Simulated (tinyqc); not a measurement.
Worked calculation: Luttinger-Kohn k.p, four valence bands. One step of it, computed by the program tinyqc.

Question. Levels at k. Diagonalise the Hermitian matrix.

H(k) at k (eV), lower triangle (Hermitian):
```
,3/2,1/2,-1/2,-3/2
3/2,0.092663
1/2,-0.008643-0.023894i,0.093229
-1/2,0.010009-0.011284i,0.000000,0.093229
-3/2,0.000000,0.010009-0.011284i,0.008643+0.023894i,0.092663
```

Give: eigenvalues.

Answer.

eigenvalues (eV): 0.0634  0.0634  0.1225  0.1225
